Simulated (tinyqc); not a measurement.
Zigzag graphene nanoribbon in tight binding: one step. The chain at this k. Three cases, with inputs chosen for the exercise.

Problem. Form the k-dependent bond and the matrix.

A zigzag ribbon of N chains, sites A1, B1, A2, ..., BN across it. For each k it is a chain with bonds -2t cos(k/2) (A_n to B_n) and -t (B_n to A_(n+1)), and +D, -D on A and B. A1 and BN are the edge sites; the Dirac points project to k = 2 pi/3.

Case 1.

Values chosen (near those used for graphene; the results hold for these values, not for the real material): t = 2.67 eV (hopping); N = 5 (zigzag chains); D = 0 eV (sublattice potential, +D on A and -D on B); k = 2.29 (k times the period sqrt3 acc).

Case 2.

Values chosen (near those used for graphene; the results hold for these values, not for the real material): t = 2.76 eV (hopping); N = 5 (zigzag chains); D = 0 eV (sublattice potential, +D on A and -D on B); k = 1.69 (k times the period sqrt3 acc).

Case 3.

Values chosen (near those used for graphene; the results hold for these values, not for the real material): t = 2.81 eV (hopping); N = 5 (zigzag chains); D = 0 eV (sublattice potential, +D on A and -D on B); k = 2.41 (k times the period sqrt3 acc).

Give: 2 cos(k/2); H(k).

Solution.

Case 1.

2 cos(k/2) = 0.82609

H(k) (eV), lower triangle:
```
         A1       B1       A2       B2       A3       B3       A4       B4       A5  B5
A1        0
B1  -2.2057        0
A2        0  -2.6700        0
B2        0        0  -2.2057        0
A3        0        0        0  -2.6700        0
B3        0        0        0        0  -2.2057        0
A4        0        0        0        0        0  -2.6700        0
B4        0        0        0        0        0        0  -2.2057        0
A5        0        0        0        0        0        0        0  -2.6700        0
B5        0        0        0        0        0        0        0        0  -2.2057   0
```

An edge state of the finite ribbon needs 2 cos(k/2) < N/(N + 1) = 0.8333: it exists here.

Case 2.

2 cos(k/2) = 1.32746

H(k) (eV), lower triangle:
```
         A1       B1       A2       B2       A3       B3       A4       B4       A5  B5
A1        0
B1  -3.6638        0
A2        0  -2.7600        0
B2        0        0  -3.6638        0
A3        0        0        0  -2.7600        0
B3        0        0        0        0  -3.6638        0
A4        0        0        0        0        0  -2.7600        0
B4        0        0        0        0        0        0  -3.6638        0
A5        0        0        0        0        0        0        0  -2.7600        0
B5        0        0        0        0        0        0        0        0  -3.6638   0
```

An edge state of the finite ribbon needs 2 cos(k/2) < N/(N + 1) = 0.8333: not met here.

Case 3.

2 cos(k/2) = 0.71539

H(k) (eV), lower triangle:
```
         A1       B1       A2       B2       A3       B3       A4       B4       A5  B5
A1        0
B1  -2.0102        0
A2        0  -2.8100        0
B2        0        0  -2.0102        0
A3        0        0        0  -2.8100        0
B3        0        0        0        0  -2.0102        0
A4        0        0        0        0        0  -2.8100        0
B4        0        0        0        0        0        0  -2.0102        0
A5        0        0        0        0        0        0        0  -2.8100        0
B5        0        0        0        0        0        0        0        0  -2.0102   0
```

An edge state of the finite ribbon needs 2 cos(k/2) < N/(N + 1) = 0.8333: it exists here.

Computed by tinyqc, one run a case: `OMP_NUM_THREADS=1 python tinyqc.py N N+1 out.jsonl` with N = 1482136, 1482137, 1482151; one thread of a shared Intel(R) Xeon(R) Processor @ 2.30GHz, about 0.01 s a run at most.
